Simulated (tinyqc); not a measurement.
Gate-all-around wire, scale length and short-channel effects: two steps of the calculation.

A round wire of diameter ts in an insulator shell of thickness ti under a surrounding gate. Below threshold the potential that source and drain add obeys Laplace's equation and vanishes on the gate. Its lowest mode decays along the channel as exp(-k y); k is the smallest positive root of the matching condition at the interface, and the scale length is Lambda = pi/k.

Inputs (values chosen for the exercise); permittivities: semiconductor made up, insulator close to that of silicon dioxide: relative permittivity of the semiconductor eps_r = 10.5; relative permittivity of the insulator ei = 3.93; insulator thickness ti = 2.3 nm; wire diameter ts = 7.9 nm.

Task 1. Decay constant by Newton steps. f(k) = ei J0(u)[J1(u) Y0(v) - Y1(u) J0(v)] - eps_r J1(u)[J0(u) Y0(v) - Y0(u) J0(v)], u = k ts/2, v = u + k ti; f' by a central difference with +/- 1e-5 1/nm; k(new) = k - f/f'.

k after iteration 1 = 0.27823168 1/nm

Give: f; f'; k after iteration 2.

Result 1.

f = 0.01207
f' = -12.96 nm
k after iteration 2 = 0.2792 1/nm

Task 2. Scale length against simple estimates. Lambda = pi/k and l = 1/k. A parabolic potential across the structure gives l(parabolic) = sqrt([2 eps_r ts^2 ln(1 + 2 ti/ts) + ei ts^2]/(16 ei)).

k = 0.27916660 1/nm

Wanted: Lambda; l; l(parabolic).

Result 2.

Lambda = 11.25 nm
l = 3.582 nm
l(parabolic) = 3.669 nm

Numbers from tinyqc (`OMP_NUM_THREADS=1 python tinyqc.py 2420142 2420143 out.jsonl`; about 0.01 s on one thread of a shared Intel Xeon 2.30GHz).
